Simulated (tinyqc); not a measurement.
Comparisons within one model: Shockley-Read-Hall recombination through one deep level. A value that a table varies takes the place of the one given here.

One level at Et with degeneracy 1: tn = 1/(sn vth Nt), tp = 1/(sp_ vth Nt), n1 = Nc exp((Et - Eg)/kT), p1 = Nv exp(-Et/kT), ni^2 = n1 p1. Equilibrium n0 = Nm, p0 = ni^2/Nm; n = n0 + dn, p = p0 + dn. U = (n p - ni^2)/(tp (n + n1) + tn (p + p1)), lifetime dn/U; emission rates en = sn vth n1, ep = sp_ vth p1.

Constants: kB = 8.617333262e-05 eV/K.

Inputs chosen for the exercise (gap and densities of states near those of Ge at this temperature; shifted at random, so the results belong to these values and not to a real crystal):
- E1 = 0.15 eV (level (+1/0) above Ev)
- E2 = 0.395 eV (level (0/-1) above Ev)
- gm = 2 (degeneracy of the middle state, the others 1)
- T = 400 K
- Eg = 0.638 eV (gap)
- Nc = 1.52e+19 1/cm^3 (conduction-band density of states)
- Nv = 7.75e+18 1/cm^3 (valence-band density of states)
- Nd = 4.9e+14 1/cm^3 (ionised shallow donors minus acceptors)
- Et = 0.395 eV (recombination level above Ev)
- Nt = 1.9e+14 1/cm^3 (defects)
- sn = 2.8e-16 cm^2 (electron capture cross-section)
- sp_ = 1.2e-16 cm^2 (hole capture cross-section)
- vth = 15000000 cm/s (thermal velocity, both carriers)
- Nm = 1.9e+15 1/cm^3 (equilibrium electrons for the lifetime steps)
- dn = 5.9e+16 1/cm^3 (excess pairs)

## Charge state against the Fermi level (deep level with several charge states)

Energies from Ev. The defect has charge states +1, 0, -1 with weights 1, gm exp((EF - E1)/kT), exp((2 EF - E1 - E2)/kT); the shares are the weights over their sum. Boltzmann carriers: n = Nc exp((EF - Eg)/kT), p = Nv exp(-EF/kT). Neutrality: p - n + Nd + Nt <q> = 0.

Shares:
```
EF (eV),+1,0,-1,<q>
0.038,0.928,0.072,0.000,0.928
0.089,0.746,0.254,0.000,0.746
0.140,0.401,0.599,0.000,0.400
0.191,0.132,0.867,0.001,0.131
0.242,0.033,0.961,0.006,0.028
0.293,0.008,0.967,0.025,-0.017
0.345,0.002,0.894,0.105,-0.103
0.396,0.000,0.660,0.340,-0.339
0.447,0.000,0.307,0.693,-0.693
0.498,0.000,0.092,0.908,-0.908
0.549,0.000,0.022,0.978,-0.978
0.600,0.000,0.005,0.995,-0.995
```

Where the levels are several kT apart the middle state rules between about E1 - kT ln gm = 0.126 and E2 + kT ln gm = 0.419 eV; its largest share listed is 0.967. Each step spreads from 10 % to 90 % over 4.4 kT = 0.151 eV.

## Defects against doping (deep level with several charge states)

Nt takes the listed multiples of |Nd|; the resistivity uses mobilities of 1000 (electrons) and 300 (holes) cm^2/(V s), chosen for the exercise, and e = 1.602176634e-19 C.

Neutral state:
```
Nt/|Nd|,EF (eV),n (1/cm^3),p (1/cm^3),rho (ohm cm)
0.01,0.3154,1.31e+15,8.22e+14,4.01
0.10,0.3154,1.31e+15,8.23e+14,4.01
0.30,0.3153,1.31e+15,8.24e+14,4.01
0.60,0.3152,1.30e+15,8.27e+14,4.02
0.90,0.3151,1.30e+15,8.29e+14,4.03
1.10,0.3151,1.30e+15,8.31e+14,4.03
1.50,0.3149,1.29e+15,8.34e+14,4.05
3.00,0.3145,1.27e+15,8.46e+14,4.08
10.00,0.3123,1.20e+15,9.00e+14,4.25
```

EF moves by less than 10 meV: thermal pairs outnumber both dopants and defects (mean charge -0.04 in the last row).

## Lifetime against injection

Recombination:
```
dn (1/cm^3),lifetime (microsecond),U (1/(cm^3 s))
1.0e+11,18.21,5.49e+15
1.0e+12,18.20,5.49e+16
1.0e+13,18.15,5.51e+17
1.0e+14,17.66,5.66e+18
1.0e+15,14.16,7.06e+19
1.0e+16,6.954,1.44e+21
1.0e+17,4.515,2.21e+22
1.0e+18,4.212,2.37e+23
```

The lifetime falls from 18.21 to 4.212 microsecond; tn + tp = 4.177. At low injection it is tp (1 + n1/n0) + tn p1/n0 with n1/Nm = 6.9 and p1/Nm = 0.043: re-emission lengthens it to 6.23 times the minority capture time. Auger and radiative paths are left out; they cut in at the highest injections, and in a doped direct-gap crystal the radiative one counts at all injections. dn = dp neglects trapped charge, which matters where the traps hold a charge comparable with dn, at low injection and with very unequal cross sections.

## Where a level does most harm

Et takes the values listed; G = Nt en ep/(en + ep) in a depleted region; the lifetime is for dn = 1e11 1/cm^3.

Results:
```
Et (eV),lifetime (microsecond),G (1/(cm^3 s))
0.038,1.31e+03,3.34e+17
0.089,300,1.47e+18
0.140,70.3,6.45e+18
0.191,18.0,2.82e+19
0.242,6.24,1.18e+20
0.293,4.15,2.71e+20
0.345,6.38,1.14e+20
0.396,18.7,2.71e+19
0.447,73.2,6.18e+18
0.498,313,1.41e+18
0.549,1.36e+03,3.21e+17
0.600,5.98e+03,7.31e+16
```

Generation peaks where en = ep, at Eg/2 + (kT/2) ln(sp_ Nv/(sn Nc)) = 0.293 eV; the largest value listed is at 0.293 eV, and G falls by a decade for each 0.079 eV away from the peak. The lifetime is within a factor 2 of its minimum, 4.15 microsecond, from 0.242 to 0.345 eV: recombination tolerates a wide range of Et, generation a narrow one.

## What moves lifetime and leakage

G = Nt en ep/(en + ep). Each row changes one parameter from the base and keeps the others.

Results:
```
case,lifetime (microsecond),G (1/(cm^3 s))
base,4.740,2.79e+19
Et = 0.435 eV,6.114,8.76e+18
sn = 5.6e-16 cm^2,4.132,2.79e+19
sp_ = 2.4e-16 cm^2,2.978,5.56e+19
Nt = 9.5e+13 1/cm^3,9.481,1.39e+19
Nm = 5.7e+15 1/cm^3,4.654,2.79e+19
dn = 1.77e+17 1/cm^3,4.370,2.79e+19
```

The largest shifts from the base row, up to three for each result and ties (the steps differ in size, so this ranks the rows, not the parameters). lifetime (microsecond): Nt +4.74, sp_ -1.76, Et +1.37. G (1/(cm^3 s)): sp_ +2.77e+19, Et -1.91e+19, Nt -1.39e+19; unchanged at the printed digits by sn, Nm and dn.

tinyqc: `OMP_NUM_THREADS=1 python tinyqc.py 1682573 1682574 out.jsonl`; about 0.01 s, one thread, shared Intel(R) Xeon(R) Processor @ 2.30GHz.
